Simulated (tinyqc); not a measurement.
Ground states by the convex hull: cluster expansion of a binary alloy: correlations, fit, cross-validation and ground states. Computed by tinyqc, a small Python program. Command: `OMP_NUM_THREADS=1 python tinyqc.py 3009799 3009800 out.jsonl clex walk`. One thread of a shared host (Intel(R) Xeon(R) Processor @ 2.30GHz), about 0.01 s of CPU time with the checks.

s = +1 for A and -1 for B. Energy per site E = J0 + J1 P(point) + sum over clusters of m V P, with P the mean product of spins; V > 0 on a pair favours unlike neighbours. Clusters per site m: pair 1 6, pair 2 3, pair 3 12, triplet 8; the triplet is the triangle of first neighbours. Formation energies are counted from the line between pure A and pure B, which removes J0 and J1.

Inputs (values chosen for the exercise, for a model alloy):

| quantity | value | unit |
|---|---|---|
| first-pair interaction V1 | 5.65 | meV |
| second-pair interaction V2 | 1.1 | meV |
| third-pair interaction V3 | 0.31 | meV |
| triplet interaction Vt | -1.2 | meV |
| noise amplitude | 0.71 | meV/site |

Lattice: fcc.

Method:
- Design matrix of formation energies: m (P - 1) for pairs and m (P(triplet) - P(point)) for the triplet; x = (1 - P(point))/2.
- Exact: X V with V = (V1, V2, V3, Vt). The data to fit add the noise amplitude times the normal numbers, standing for what the clusters leave out.
- Leave out pair 3: A = X^T X and b = X^T E (E being the data with noise) over these three columns; solve A V = b. The root-mean-square error runs over the structures between the pure ends.
- Height above the hull = E less the lowest straight line between two structures that bracket x (or the lowest structure at the same x). The three-term fit is X V with the fitted values.

correlations P, counted on periodic cells:
```
                      point    pair 1    pair 2    pair 3   triplet
A                   1.00000   1.00000   1.00000   1.00000   1.00000
A3B L1_2            0.50000   0.00000   1.00000   0.00000  -0.50000
A3B D0_22           0.50000   0.00000   0.66667   0.33333  -0.50000
A3B (001) layers    0.50000   0.33333   0.66667   0.00000   0.50000
A2B (001) layers    0.33333   0.11111   0.55556  -0.33333   0.33333
AB L1_0             0.00000  -0.33333   1.00000  -0.33333   0.00000
AB L1_1             0.00000   0.00000  -1.00000   0.00000   0.00000
A2B2 (001) layers   0.00000   0.33333   0.33333  -0.33333   0.00000
AB2 (001) layers   -0.33333   0.11111   0.55556  -0.33333  -0.33333
AB3 L1_2           -0.50000   0.00000   1.00000   0.00000   0.50000
AB3 D0_22          -0.50000   0.00000   0.66667   0.33333   0.50000
AB3 (001) layers   -0.50000   0.33333   0.66667   0.00000  -0.50000
B                  -1.00000   1.00000   1.00000   1.00000  -1.00000
```

standard normal numbers for the noise (0 for the pure ends): A 0.000, A3B L1_2 -0.230, A3B D0_22 0.088, A3B (001) layers -0.293, A2B (001) layers 1.581, AB L1_0 -0.857, AB L1_1 1.641, A2B2 (001) layers -0.447, AB2 (001) layers -0.280, AB3 L1_2 1.192, AB3 D0_22 0.233, AB3 (001) layers 0.064, B 0.000

X:
```
                    pair 1   pair 2    pair 3  triplet
A                   0.0000   0.0000    0.0000   0.0000
A3B L1_2           -6.0000   0.0000  -12.0000  -8.0000
A3B D0_22          -6.0000  -1.0000   -8.0000  -8.0000
A3B (001) layers   -4.0000  -1.0000  -12.0000   0.0000
A2B (001) layers   -5.3333  -1.3333  -16.0000   0.0000
AB L1_0            -8.0000   0.0000  -16.0000   0.0000
AB L1_1            -6.0000  -6.0000  -12.0000   0.0000
A2B2 (001) layers  -4.0000  -2.0000  -16.0000   0.0000
AB2 (001) layers   -5.3333  -1.3333  -16.0000   0.0000
AB3 L1_2           -6.0000   0.0000  -12.0000   8.0000
AB3 D0_22          -6.0000  -1.0000   -8.0000   8.0000
AB3 (001) layers   -4.0000  -1.0000  -12.0000   0.0000
B                   0.0000   0.0000    0.0000   0.0000
```

fitted V1, V2, Vt (meV): 6.31167  1.06754  -1.16523

exact energies (meV/site): A 0.00, A3B L1_2 -28.02, A3B D0_22 -27.88, A3B (001) layers -27.42, A2B (001) layers -36.56, AB L1_0 -50.16, AB L1_1 -44.22, A2B2 (001) layers -29.76, AB2 (001) layers -36.56, AB3 L1_2 -47.22, AB3 D0_22 -47.08, AB3 (001) layers -27.42, B 0.00

root-mean-square error of the three-cluster fit = 1.36347 meV/site

Hull among these structures (meV/site):

| structure | x | exact E | above hull | fitted E | above hull, fit |
|---|---|---|---|---|---|
| A | 0.0000 | 0.00 | 0.00 | 0.000 | 0.000 |
| A3B L1_2 | 0.2500 | -28.02 | 0.00 | -28.548 | 1.068 |
| A3B D0_22 | 0.2500 | -27.88 | 0.14 | -29.616 | 0.000 |
| A3B (001) layers | 0.2500 | -27.42 | 0.60 | -26.314 | 3.301 |
| A2B (001) layers | 0.3333 | -36.56 | 0.00 | -35.086 | 1.489 |
| AB L1_0 | 0.5000 | -50.16 | 0.00 | -50.493 | 0.000 |
| AB L1_1 | 0.5000 | -44.22 | 5.94 | -44.275 | 6.218 |
| A2B2 (001) layers | 0.5000 | -29.76 | 20.40 | -27.382 | 23.112 |
| AB2 (001) layers | 0.6667 | -36.56 | 11.64 | -35.086 | 13.918 |
| AB3 L1_2 | 0.7500 | -47.22 | 0.00 | -47.192 | 1.068 |
| AB3 D0_22 | 0.7500 | -47.08 | 0.14 | -48.259 | 0.000 |
| AB3 (001) layers | 0.7500 | -27.42 | 19.80 | -26.314 | 21.945 |
| B | 1.0000 | 0.00 | 0.00 | 0.000 | 0.000 |

lowest exact formation energy = -50.16 meV/site

What follows from these numbers?

On the exact hull: A, A3B L1_2, A2B (001) layers, AB L1_0, AB3 L1_2, B. The fit finds A, A3B D0_22, AB L1_0, AB3 D0_22, B instead; its root-mean-square error is 1.36 meV. A structure at zero height may lie on a tie line without being a vertex, and structures outside this list could lie lower.

Extremes, crossings and ranges named in words are read from the listed rows.
